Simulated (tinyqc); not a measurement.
# Changing the exponent n of the profile

Model: thermal and gravitational stress in a wafer during furnace and rapid thermal processing, and the onset of slip. Computed by tinyqc, a small Python program. Command: `OMP_NUM_THREADS=1 python tinyqc.py 3001357 3001358 out.jsonl slip sweep`. One thread of a shared host (Intel(R) Xeon(R) Processor @ 2.30GHz), about 0.01 s of CPU time with the checks.

A thin free disc in plane stress, isotropic; T(r) = T_centre + dT (r/R)^n. Stress is positive in tension; sigma_SB = 5.670374419e-8 W/(m^2 K^4), g = 9.80665 m/s^2.

Inputs (values chosen for the exercise, for a model wafer):

| quantity | value | unit |
|---|---|---|
| Young's modulus E | 142 | GPa |
| expansion alpha | 4.31 | 1e-6/K |
| edge less centre temperature dT | -34 | K |
| temperature T | 1475 | K |
| prefactor A of the critical stress | 0.00042 | MPa |
| energy U of the critical stress | 1.01 | eV |

Temperature profile: edge zone, power law.

Constants: k_B = 8.617333262e-05 eV/K.

Method. With x = r/R: s_rr = alpha E dT (1 - x^n)/(n + 2), s_tt = alpha E dT [1 - (n + 1) x^n]/(n + 2). Critical resolved stress tau_c = A exp(U/(k_B T)), a form chosen for the exercise; slip when 0.492799 |s_tt(R)| > tau_c; allowed |dT| = tau_c (n + 2)/(0.492799 n alpha E).

One run for each value:

| exponent n of the profile | hoop stress at the edge (MPa) | allowed \|dT\| (K) | r/R where s_tt = 0 |
|---|---|---|---|
| 2 | 10.404 | 7.8670 | 0.57735 |
| 3 | 12.485 | 6.5559 | 0.62996 |
| 4 | 13.872 | 5.9003 | 0.66874 |
| 6 | 15.607 | 5.2447 | 0.72302 |
| 10 | 17.341 | 4.7202 | 0.78679 |
| 16 | 18.497 | 4.4252 | 0.83772 |
| 30 | 19.508 | 4.1957 | 0.89184 |

Over the rows, hoop stress at the edge (MPa) rises from 10.4 to 19.5 (exponent d ln y / d ln x 0.45 between the first rows and 0.085 between the last); allowed |dT| (K) falls from 7.87 to 4.20 (exponent d ln y / d ln x -0.45 between the first rows and -0.085 between the last); r/R where s_tt = 0 rises from 0.577 to 0.892 (exponent d ln y / d ln x 0.22 between the first rows and 0.100 between the last). The edge stress is alpha E dT n/(n + 2): half of alpha E dT for a parabola, all of it for a narrow rim, which the rest of the wafer holds fully.
